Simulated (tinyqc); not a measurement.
Position of the donor: hydrogenic donor in a hard-walled well (variational).

Trial function cos(pi z/L) exp(-r/lam), r measured from the donor at zi, walls at +/- L/2, one eps everywhere. Counted from the lowest subband, E(lam) = c/(m lam^2) - (q/eps) I0/I1, with I0 the integral of cos^2(pi z/L) exp(-2|z - zi|/lam) over the well and I1 the same with the factor (|z - zi| + lam/2); c = hbar^2/2m0, q = e^2/(4 pi eps0). The binding energy is -E at the minimum.

Constants: hbar^2/2m0 = 3.80998211 eV angstrom^2; e^2/(4 pi eps0) = 14.39964547 eV angstrom.

Values chosen for the exercise (out of a larger set: near those of Si, with one mean mass; not measured data):
- m = 0.302 m0 (mass)
- eps = 11.4 (dielectric constant)
- L = 48 angstrom (well width)

Ry* = 31.6168 meV

Fixed width; zi from the centre to the wall.

Binding:
```
2 zi/L  zi (angstrom)  lam (angstrom)  binding (meV)  in Ry*
0.0               0.0            19.5          52.24   1.652
0.2               4.8            19.8          50.31   1.591
0.4               9.6            20.9          44.71   1.414
0.6              14.4            23.9          36.61   1.158
0.8              19.2            29.7          28.90   0.914
0.9              21.6            33.1          25.94   0.820
1.0              24.0            36.3          23.58   0.746
```

What can be read from this table?

Uniform doping spreads the level over 28.66 meV, from 52.24 at the centre to 23.58 at the wall, while lam grows by 86 %. The slope is flat at the centre, which gives a peak in the density of donor states there, and steepest between 2 zi/L = 0.4 and 0.6.

Program tinyqc; command `OMP_NUM_THREADS=1 python tinyqc.py 1281262 1281263 out.jsonl`; about 0.04 s on one thread of a shared Intel(R) Xeon(R) Processor @ 2.30GHz.
